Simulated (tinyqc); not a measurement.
One-diode model of a solar cell: one step of the calculation.

J is the current delivered and Vj = V + J Rs the junction voltage. J = X JL - J01 (exp(Vj/(n1 Vt)) - 1) - Vj/Rp. The photocurrent does not depend on voltage.

Task. New Vj. Maximum power: dP/dVj = f = J (1 + 2 Rs G) - G Vj = 0. G = -dJ/dVj = J01 exp(Vj/(n1 Vt))/(n1 Vt) + 1/Rp. H = dG/dVj; f' = -2 G - 2 Rs G^2 + (2 Rs J - Vj) H; Vj(new) = Vj - f/f'.

Parameters, values chosen for the exercise; values of the order met in cells of a lead-halide perovskite: temperature T = 298.15 K; photocurrent at one sun JL = 22.4 mA/cm^2; concentration X = 1 suns; saturation current of the diode J01 = 3.7e-13 A/cm^2; ideality factor of the diode n1 = 1.63; series resistance Rs = 0 ohm cm^2; shunt resistance Rp = 600 ohm cm^2.

Constants: q = 1.602176634e-19 C, kB = 1.380649e-23 J/K, Vt = kB T/q. Results are converted to the units shown.

Vj after iteration 2 = 0.96397345 V

Find: J; G; H; f; f'; Vj after iteration 3.

Result.

J = 17.122 mA/cm^2
G = 0.089336 S/cm^2
H = 2.0934 S/(cm^2 V)
f = -68.996 mA/cm^2
f' = -2.1967 S/cm^2
Vj after iteration 3 = 0.93256 V

Numbers from tinyqc (`OMP_NUM_THREADS=1 python tinyqc.py 2280113 2280114 out.jsonl`; about 0.01 s on one thread of a shared Intel Xeon 2.30GHz).
